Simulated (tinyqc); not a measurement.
Stripping the layer step by step: sheet resistance and Hall data of a diffused or implanted layer. Computed by tinyqc, a small Python program. Command: `OMP_NUM_THREADS=1 python tinyqc.py 3029972 3029973 out.jsonl layer walk`. One thread of a shared host (Intel(R) Xeon(R) Processor @ 2.30GHz), about 0.01 s of CPU time with the checks.

Carriers are taken equal to the net active doping down to the junction (full ionisation, which deep dopants in wide-gap hosts do not reach; no spill-over, no depletion), and the Hall factor is 1.

Inputs (values chosen for the exercise, modelled on silicon in GaN):
```
quantity                                 value        unit
mu_min                                    54.3  cm^2/(V s)
mu_max                                    1000  cm^2/(V s)
N_ref                                  2.1e+17      1/cm^3
exponent alpha                            0.99           -
peak concentration N_0                 2.7e+18      1/cm^3
length scale l                              20          nm
background doping N_B (opposite type)  5.8e+14      1/cm^3
```

Profile: complementary error function. Activation: complete.

Constants: e = 1.602176634e-19 C.

Method:
- N(x) = N_0 erfc(x/l), dose N_0 l/sqrt(pi), junction x_j = l erfc^-1(N_B/N_0).
- Mobility mu = mu_min + (mu_max - mu_min)/(1 + (N_t/N_ref)^alpha), N_t = active doping + N_B; carriers n = active doping - N_B, all dopants active.
- Integrals from x_0 (0 unless stated) to x_j by the midpoint rule on 400 even intervals: 1/R_s = e int n mu dx; sheet density n_s = int n dx; Hall sheet density (int n mu dx)^2/int n mu^2 dx; Hall mobility int n mu^2 dx/int n mu dx.
- After removing a depth d the integrals start at d. Differences between neighbouring rows give the local conductivity -d(1/R_s)/dx at the middle of the slice (the last slice uses one more step, not listed).

junction depth x_j = 52.3390 nm

Differential sheet resistance:
```
removed d (nm)   R_s (ohm)  slice conductivity (S/cm)  sigma at mid-slice (S/cm)
0.0             9.8088e+03                     49.852                     49.854
5.2             1.3153e+04                     42.209                     42.194
10.4            1.8492e+04                     34.850                     34.844
15.6            2.7812e+04                     27.591                     27.608
20.8            4.6279e+04                     19.988                     19.999
26.0            8.9172e+04                     12.322                     12.261
31.2            2.0803e+05                      6.071                      5.956
36.4            6.0596e+05                      2.345                      2.256
```

What does the comparison show, and why?

R_s doubles after removing between 10.4 and 15.6 nm of a layer 52.3 nm deep, so half the current flows above that depth. Where sigma exceeds a tenth of its largest listed value, the slice values agree with it within 2 %. Caution: the layer is not thick against surface and junction depletion widths, which remove carriers that this model counts.

Extremes, crossings and ranges named in words are read from the listed rows.
